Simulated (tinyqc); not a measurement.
What moves the carrier density: donors with valley-orbit split 1s states.

Each donor binds at most one electron, in any of its states. For a site s, W_s = sum over its states of g exp(E/kT), and the ionised share is 1/(1 + W_s exp(eta)), eta = (EF - Ec)/kT; n = Nc F_1/2(eta); neutrality n + NA = ND x (mean ionised share); holes are neglected. Nc from N = 2 (m kB T/(4 pi c))^(3/2) with c = hbar^2/2m0, in 1/angstrom^3; times 1e24 for 1/cm^3, m = md. F_j(eta) = (1/Gamma(j + 1)) integral_0^infinity x^j dx/(1 + exp(x - eta)), which tends to exp(eta) for eta << 0.

Mobility (Caughey-Thomas form): mu = mu0 + (mu1 (T/300)^(-ga) - mu0)/(1 + ((ND + NA)/Nr)^de); rho = 1/(e n mu), e = 1.602176634e-19 C.

Constants: hbar^2/2m0 = 3.80998211 eV angstrom^2; kB = 8.617333262e-05 eV/K.

Inputs chosen for the exercise (near those of Sb in Si; the results hold for these values, not for the real material):

| symbol | value | unit | meaning |
|---|---|---|---|
| md | 1.086 | m0 | density-of-states mass of the conduction band |
| E | (44.4, 34.8, 31.6) | meV | binding energies of 1s(A1), 1s(T2), 1s(E) |
| g | (2, 6, 4) |  | their degeneracies with spin |
| ND | 3.5e+15 | 1/cm^3 | donors |
| NA | 1.1e+15 | 1/cm^3 | compensating acceptors, all ionised |
| T | 300 | K |  |
| mu0 | 71 | cm^2/(V s) | mobility at heavy doping |
| mu1 | 1410 | cm^2/(V s) | mobility at light doping and 300 K |
| Nr | 9.3e+16 | 1/cm^3 | reference doping |
| de | 0.72 |  | doping exponent |
| ga | 2.3 |  | temperature exponent |

All results formed anew.

Results for these values:

| case | eta | n (1/cm^3) | rho (ohm cm) |
|---|---|---|---|
| base | -9.384 | 2.386e+15 | 2.056 |

What happens to each result for T = 330 K, all else kept?

Answer: eta falls from -9.384 to -9.526; n rises from 2.386e+15 to 2.389e+15; rho rises from 2.056 to 2.553.

The same for each parameter in turn:

| case | eta | n (1/cm^3) | rho (ohm cm) |
|---|---|---|---|
| base | -9.384 | 2.386e+15 | 2.056 |
| E = (49.4, 34.8, 31.6) meV | -9.385 | 2.385e+15 | 2.057 |
| md = 1.195 m0 | -9.527 | 2.388e+15 | 2.055 |
| ND = 7e+15 1/cm^3 | -8.491 | 5.832e+15 | 0.8823 |
| NA = 1.45e+15 1/cm^3 | -9.542 | 2.038e+15 | 2.420 |
| T = 330 K | -9.526 | 2.389e+15 | 2.553 |
| Nr = 1.86e+17 1/cm^3 | -9.384 | 2.386e+15 | 1.978 |

tinyqc: `OMP_NUM_THREADS=1 python tinyqc.py 1652005 1652006 out.jsonl`; about 0.01 s, one thread, shared Intel(R) Xeon(R) Processor @ 2.30GHz.
